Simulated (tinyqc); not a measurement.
Electron continuity equation in a given potential, Scharfetter-Gummel discretisation: two steps of the calculation.

Steady state in one dimension: J = q mu n E + q D dn/dx with E = -dpsi/dx and D = mu Vt, dJ/dx = q (n/tau - G), fixed densities nL and nR at the ends. The potential is given, psi = U (x/L)^2, and is not changed by the electrons.

Values chosen for this exercise; mobility close to that of gallium arsenide at room temperature:
```
symbol,value,unit,meaning
T,350,K,temperature
mu,8040,cm^2/(V s),electron mobility
L,0.19,um,length of the region
nL,1.9e13,cm^-3,density at x = 0
nR,0,cm^-3,density at x = L
tau,4.2e-13,s,lifetime
G,4.2e24,cm^-3 s^-1,uniform generation rate
```

Constants: q = 1.602176634e-19 C, kB = 1.380649e-23 J/K, Vt = kB T/q. Results are converted to the units shown.

Problem 1. Bernoulli factors. d_i = (psi_(i+1) - psi_i)/Vt; B(d) = d/(exp(d) - 1), B(0) = 1. The flux on interval i is J_i = (q D/h) [n_(i+1) B(d_i) - n_i B(-d_i)].

psi, node 0 to 9 (V): [0.0000000, -0.0160494, -0.0641975, -0.1444444, -0.2567901, -0.4012346, -0.5777778, -0.7864198, -1.0271605, -1.3000000]

Give: d_i; B(d_i); B(-d_i).

Solution 1.

d_i, interval 0 to 8: [-0.5321, -1.5964, -2.6606, -3.7249, -4.7892, -5.8534, -6.9177, -7.9819, -9.0462]
B(d_i), interval 0 to 8: [1.2896, 2.0021, 2.8606, 3.8170, 4.8293, 5.8703, 6.9245, 7.9847, 9.0473]
B(-d_i), interval 0 to 8: [0.75742, 0.40567, 0.19997, 0.092047, 0.040177, 0.016848, 0.0068561, 0.0027274, 0.0010661]

The largest |d_i| is 9.05, above 2, where central differences lose the sign pattern that keeps densities positive.

Problem 2. Tridiagonal system for the inner nodes. Row i (1 to 8): B(-d_(i-1)) n_(i-1) + b_i n_i + B(d_i) n_(i+1) = f_i with b_i = -B(-d_i) - B(d_(i-1)) - h^2/(D tau) and f_i = -G h^2/D; the known end values are moved to the right: f_1 loses B(-d_0) nL and f_8 loses B(d_8) nR. h = L/9, D = mu Vt.

B(d_i), interval 0 to 8: [1.2895510, 2.0020600, 2.8606131, 3.8169542, 4.8293434, 5.8702734, 6.9245406, 7.9846710, 9.0472689]
B(-d_i), interval 0 to 8: [0.75742142, 0.40567129, 0.19996520, 0.092047155, 0.040177197, 0.016847986, 0.0068561254, 0.0027273629, 0.0010661088]

Wanted: diagonal b; right side f.

Solution 2.

diagonal b, node 1 to 8: [-1.7390, -2.2458, -2.9964, -3.9009, -4.8900, -5.9209, -6.9710, -8.0295]
right side f, node 1 to 8 (cm^-3): [-1.4468e13, -7.7192e10, -7.7192e10, -7.7192e10, -7.7192e10, -7.7192e10, -7.7192e10, -7.7192e10]

Range of the model: The drift velocity mu E exceeds 1e7 cm/s somewhere, where real mobilities no longer stay constant.

Computed by the program tinyqc: `OMP_NUM_THREADS=1 python tinyqc.py 2220062 2220063 out.jsonl`, one thread of a shared Intel Xeon 2.30GHz, about 0.01 s for the whole run.
